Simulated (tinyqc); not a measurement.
Heisenberg magnet: exchange from energy differences, ordering vector, linear spin waves and ordering temperature: one step, computed by the program tinyqc. Command: `OMP_NUM_THREADS=1 python tinyqc.py 3001778 3001779 out.jsonl magnon walk`. One thread of a shared host (Intel(R) Xeon(R) Processor @ 2.30GHz), about 0.1 s of CPU time with the checks.

H = -sum over pairs <ij> J_ij S_i.S_j - K sum_i (S_i^z)^2, each pair once, J > 0 ferromagnetic. First neighbours: 12 at a (0.5, 0.5, 0), second: 6 at a (1, 0, 0), with all permutations and signs.

Task: Magnon energy at q. J(q) = J1 g1(q) + J2 g2(q), g_s(q) = sum over shell s of cos(q.R). g_s(q) = sum over shell s of cos(q.R), z1 = g1(0). E(q) = S [J(0) - J(q)] + (2S - 1) K, J(q) = J1 g1 + J2 g2. The factor 2S - 1 removes the anisotropy for S = 1/2.

Inputs (values chosen for the exercise, for a model magnet): exchange J1 = 2.11 meV; exchange J2 = 0.75 meV; spin S = 2.5; single-ion anisotropy K = 0.024 meV.

Lattice: fcc. Order: ferromagnetic.

wave vector q (2 pi/a): [0.14, 0.077, 0.39]

Constants: h x 1 THz = 4.135667696 meV.

Give: g1(q); g2(q); E(q); frequency.

Result:

g1(q) = 6.055

g2(q) = 1.504

E(q) = 39.88 meV

frequency = 9.644 THz
